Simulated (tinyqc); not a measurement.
Off-state leakage of single and stacked transistors: leakage components against the temperature.

n-channel devices of unit width. Subthreshold current I(Vg, Vs, Vd) = I0 (T/300 K)^0.5 exp[(Vg - Vs - VT(T) - gb (Vs - Vb) + dd (Vd - Vs))/(nf Vt)] (1 - exp(-(Vd - Vs)/Vt)), VT(T) = VT - cT (T - 300 K). Gate-edge tunnelling Ig (Vd/1 V) exp(ag (Vd - 1 V)), for a gate at 0 V, and band-to-band leakage Ab u exp(-Bb/u), u = Vd - Vb + 1 V, flow at a drain held at V; both are taken as independent of T. In a stack of off transistors (all gates at 0 V) the same subthreshold current passes through each.

One transistor with Vg = Vs = 0, Vd = V; stack factor I(one)/I(two in series).

Inputs (values chosen for the exercise); values of the order met in bulk silicon logic transistors:

| symbol | value | unit | meaning |
|---|---|---|---|
| V | 0.9 | V | supply voltage |
| VT | 0.35 | V | threshold at 300 K, zero drain and body bias |
| cT | 0.8 | mV/K | fall of the threshold with temperature |
| I0 | 0.2 | uA/um | current at threshold at 300 K |
| nf | 1.24 |  | slope factor |
| dd | 0.1 |  | drain-induced lowering per volt |
| gb | 0.22 |  | rise of the threshold per volt of source-body bias |
| Ig | 0.0008 | uA/um | gate-edge tunnelling current at 1 V |
| ag | 3.3 | 1/V | exponential slope of the gate current |
| Ab | 5 | uA/(um V) | prefactor of band-to-band leakage at the drain |
| Bb | 29 | V | its exponential voltage |
| Vb | 0 | V | body voltage |

Constants: q = 1.602176634e-19 C, kB = 1.380649e-23 J/K, Vt = kB T/q. Results are converted to the units shown.

The same in every row: gate edge (nA/um) = 0.5176; band-to-band (nA/um) = 0.002234.

Leakage components against the temperature:

| T (K) | subthreshold (nA/um) | total (nA/um) | stack factor | largest part |
|---|---|---|---|---|
| 250 | 0.002422 | 0.5223 | 24.04 | gate edge |
| 275 | 0.01393 | 0.5338 | 18.35 | gate edge |
| 300 | 0.06006 | 0.5799 | 14.69 | gate edge |
| 325 | 0.2075 | 0.7274 | 12.21 | gate edge |
| 350 | 0.6023 | 1.122 | 10.44 | subthreshold |
| 375 | 1.520 | 2.040 | 9.136 | subthreshold |
| 400 | 3.424 | 3.944 | 8.142 | subthreshold |
| 425 | 7.024 | 7.543 | 7.366 | subthreshold |

Read the table: what changes, and by how much?

As T goes from 250 to 425, the total leakage rises from 0.522 to 7.54 nA/um. The gate edge part leads at T = 250, the subthreshold part from 350 on. The subthreshold part doubles every 24.1 K between the last two rows. The reduction by a stack of two falls from 24.0 to 7.37, for the subthreshold part alone.

Program tinyqc, `OMP_NUM_THREADS=1 python tinyqc.py 2242253 2242254 out.jsonl`; Intel Xeon 2.30GHz, shared host, one thread, about 0.03 s.
